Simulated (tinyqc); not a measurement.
# Pinning of the barrier by interface states

Cowley-Sze model with the space charge neglected: phiB = S (phiM - chi) + (1 - S)(Eg - phi0), S = 1/(1 + q Dit dl/(eps0 ei)), dl in cm.

Values chosen for this exercise; band and dielectric values close to those of cadmium telluride:
```
symbol,value,unit,meaning
Eg,1.48,eV,band gap
chi,4.28,eV,electron affinity
dl,0.5,nm,thickness of the interfacial layer
ei,2,,relative permittivity of the interfacial layer
phi0,0.53,eV,neutral level above the valence band
phiM,4.73,eV,metal work function
```

Constants: q = 1.602176634e-19 C, eps0 = 8.8541878128e-14 F/cm where lengths are in cm. Results are converted to the units shown.

Result of one run:
```
Dit (cm^-2 eV^-1)       S  phiB (eV)  change of phiB for 0.5 eV more work function (eV)
3e12               0.8805     0.5097                                             0.4403
```

What becomes of these results when the density of interface states Dit is changed from 3e12 to 1e12 cm^-2 eV^-1, all else the same?

Result of the changed run:
```
Dit (cm^-2 eV^-1)       S  phiB (eV)  change of phiB for 0.5 eV more work function (eV)
1e12               0.9567     0.4716                                             0.4784
```

The whole series:
```
Dit (cm^-2 eV^-1)        S  phiB (eV)  change of phiB for 0.5 eV more work function (eV)
1e11                0.9955     0.4523                                             0.4977
3e11                0.9866     0.4567                                             0.4933
1e12                0.9567     0.4716                                             0.4784
3e12                0.8805     0.5097                                             0.4403
1e13                0.6885     0.6057                                             0.3443
3e13                0.4242     0.7379                                             0.2121
1e14                0.1810     0.8595                                            0.09052
3e14               0.06863     0.9157                                            0.03431
1e15               0.02163     0.9392                                            0.01081
```

S falls from 0.995 to 0.0216, passing 1/2 at Dit = eps0 ei/(q dl) = 2.21e13 cm^-2 eV^-1. The barrier rises from 0.452 to 0.939 eV, from near the Schottky-Mott value phiM - chi = 0.450 eV towards the pinned value Eg - phi0 = 0.950 eV.

Numbers from tinyqc (`OMP_NUM_THREADS=1 python tinyqc.py 2020107 2020108 out.jsonl`; about 0.08 s on one thread of a shared Intel Xeon 2.30GHz).
